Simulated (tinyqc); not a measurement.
Physical sputtering: collision-cascade yield, angular dependence, faceting and resputtering in deposition: one step, computed by the program tinyqc. Command: `OMP_NUM_THREADS=1 python tinyqc.py 3006703 3006704 out.jsonl sputter walk`. One thread of a shared host (Intel(R) Xeon(R) Processor @ 2.30GHz), about 0.01 s of CPU time with the checks.

Ions start collision cascades; atoms that reach the surface with more than U leave. The target is amorphous or fine-grained.

Question. Oblique incidence. Angular law: Y/Y0 = t^f exp(-f cos(a_opt)(t - 1)), t = 1/cos(angle), largest at a_opt. A plane tilted by the angle recedes along the beam at a speed proportional to Y(angle), and along its own normal as Y cos(angle).

Inputs (values chosen for the exercise, modelled on neon ions on cobalt): angular exponent f = 1.6; angle of the largest yield = 75 degrees; angle of incidence = 15 degrees.

yield Y0 = 2.272598 atoms per ion

Give: Y/Y0 at the angle; yield at the angle; normal speed relative to a flat surface; largest Y/Y0.

Answer.

Y/Y0 at the angle = 1.042

yield at the angle = 2.367 atoms per ion

normal speed relative to a flat surface = 1.006

largest Y/Y0 = 2.656
